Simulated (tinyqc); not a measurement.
Inside a calculation. Model: Frenkel-Kontorova chain: a misfit dislocation (kink) in a monolayer on a periodic substrate. Computed by tinyqc, a small Python program that keeps every step. Command: `OMP_NUM_THREADS=1 python tinyqc.py 3030396 3030397 out.jsonl fkchain walk`. One thread of a shared host (Intel(R) Xeon(R) Processor @ 2.30GHz), about 0.04 s of CPU time with the checks. Intermediate numbers are printed to about 6 digits and carried at full precision; extremes and crossings named in words are read from the listed rows.

E = sum_j [(k/2)(x_(j+1) - x_j - b)^2 + (W/2)(1 - cos(2 pi x_j/a))], x_j = a (j + u_j). A kink takes u from 0 to 1: the chain is stretched by one period and has one atom fewer than wells.

Inputs (values chosen for the exercise, for a model overlayer):
```
quantity,value,unit
spring constant k,6.74,eV/angstrom^2
substrate period a,3.65,angstrom
corrugation W,8.68,eV
misfit f = (b - a)/a,0.36,-
atoms on each side n,9,-
atomic mass M,53,u
```

Relaxation: Newton steps.

Constants: nu for 1 eV/(angstrom^2 u) = 15.6333042 THz.

## Continuum limit

l0 = sqrt(k a^2/(2 W)); kink u(j) = (2/pi) arctan exp(pi j/l0); kink energy at f = 0: E0 = (4/pi) W l0; with misfit E0 - k a^2 f; kinks become favourable at f_c = 2/(pi l0), and a coherent chain with free ends loses stability at f_m = 1/l0. Lowest vibration of the flat chain: nu0 = 15.6333042 THz x sqrt(2 pi^2 W/(a^2 M)).

kink width l0 = 2.27430

kink energy E0 = 25.1349 eV

kink energy with misfit = -7.19078 eV

critical misfit f_c = 0.279919

limit f_m = 0.439696

gap frequency nu0 = 7.70096 THz

f_c < f < f_m: kinks lower the energy, but must enter over a barrier at the ends. Caution: a corrugation above 1 eV is larger than real overlayers usually show; it is chosen to keep the kink narrow. Caution: for l0 below about 3 the kink spans few atoms, and the continuum kink energy is off by about 2 per cent or more.

## Start between two atoms

Discrete chain at f = 0, ends held at u = 0 and 1: E = (k a^2/2) sum (u_(j+1) - u_j)^2 + (W/2) sum (1 - cos 2 pi u_j), gradient g_j = k a^2 (2 u_j - u_(j-1) - u_(j+1)) + pi W sin(2 pi u_j), Hessian 2 k a^2 + 2 pi^2 W cos(2 pi u_j) on the diagonal and -k a^2 beside it. Free atoms j = -n..n-1 start from the continuum shape centred half-way, at j + 1/2.

u at the start: [0.000005, 0.000020, 0.000080, 0.000319, 0.001271, 0.005060, 0.020135, 0.079751, 0.295798, 0.704202, 0.920249, 0.979865, 0.994940, 0.998729, 0.999681, 0.999920, 0.999980, 0.999995]

E at the start = 24.3052 eV

gradient (eV): [-0.00003, -0.00059, -0.00233, -0.00928, -0.03691, -0.14652, -0.55872, -0.94708, 8.87538, -8.87538, 0.94708, 0.55872, 0.14652, 0.03691, 0.00928, 0.00233, 0.00059, 0.00003]

## Relaxation

Start as above (continuum shape at j + 1/2, j = -n..n-1, l0 = sqrt(k a^2/(2 W))). u(new) = u - H^-1 g; stop when the largest gradient is below 1e-9 eV.

Course:
```
step,E (eV),largest gradient (eV)
1,24.3052,8.87538e+00
2,23.9539,1.01942e+00
3,23.9495,9.71599e-03
4,23.9495,9.27348e-07
5,23.9495,0
```

relaxed u: [0.000008, 0.000031, 0.000114, 0.000413, 0.001499, 0.005446, 0.019782, 0.071768, 0.256102, 0.743898, 0.928232, 0.980218, 0.994554, 0.998501, 0.999587, 0.999886, 0.999969, 0.999992]

energy, centre between atoms = 23.9495 eV

last gradient = 0 eV

Converged; the discrete energy is 0.9528 of the continuum value, which puts the discrete f_c = E/(k a^2) at 0.2667.

## Peierls barrier

Repeat by Newton steps with an atom at the centre (j = -n..n, u_0 = 1/2). Barrier = difference of the two energies; the lowest Hessian eigenvalue tells minimum from saddle.

energy, centre on an atom = 24.7198 eV

Peierls barrier = 770.238 meV

lowest eigenvalue, between atoms = 51.2899 eV

lowest eigenvalue, on an atom = -44.7250 eV

The atom-centred kink, with an atom on top of the corrugation, is a saddle and the other a minimum. The barrier is 8.9 % of W, what one atom alone would climb.

## Kink density above f_c

Frank and van der Merwe: the modulus q solves f = 2 E(q)/(pi l0 q), and the kinks per atom are pi/(2 l0 q K(q)), with the complete elliptic integrals K and E; strain left = f - density (for f above f_c = 2/(pi l0)).

Continuum ground state:
```
f,q,kinks per atom,strain left
0.2813,0.999014,0.153536,0.127764
0.2855,0.995301,0.186168,0.099332
0.2939,0.986703,0.217525,0.076375
0.3079,0.970748,0.250530,0.057370
0.3359,0.936219,0.297560,0.038340
0.3919,0.865455,0.370366,0.021534
0.4759,0.767296,0.464566,0.011334
0.6158,0.635327,0.610720,0.005080
```

0.49 % above f_c the density is already 0.55 of f: kinks repel only exponentially, so they flood in, as 1/|ln(f - f_c)|. At 2.2 f_c they take up 99.2 % of the misfit and the layer floats nearly free.

Checks made by the program: energy against a quasi-Newton minimiser (relative difference below 1e-10).
